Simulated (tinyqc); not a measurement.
Plane-wave Kohn-Sham cycle with exchange-only LDA in a layered model solid, step by step. One step of it, computed by the program tinyqc.

Problem. Iteration 2: Hamiltonian at one k. H(m,m') = (k + G_m)^2/2 delta + V(G_m - G_m'), with V(-G) = V(G).

A solid whose potential varies along x alone (atomic units):

| parameter | value |
|---|---|
| period a | 16.000000 |
| cross-section of the cell | 13.000000 |
| electrons per cell | 2 |
| grid points | 16 |
| plane waves -n..n, n | 3 |
| k points | 1 |
| V1 in V1 cos(2 pi x/a) | -0.420000 |
| V2 in V2 cos(4 pi x/a) | -0.010000 |

V(G_m), m = 0, 1, 2, ... (hartree): -0.207485  -0.149858  0.015455  0.002442  -0.000197  0.000427  0.000468

k = 0.000000 2 pi / a

Give: H.

Solution.

H (hartree), lower triangle:
```
         -3       -2       -1       +0       +1       +2      +3
-3   0.4865
-2  -0.1499   0.1009
-1   0.0155  -0.1499  -0.1304
+0   0.0024   0.0155  -0.1499  -0.2075
+1  -0.0002   0.0024   0.0155  -0.1499  -0.1304
+2   0.0004  -0.0002   0.0024   0.0155  -0.1499   0.1009
+3   0.0005   0.0004  -0.0002   0.0024   0.0155  -0.1499  0.4865
```
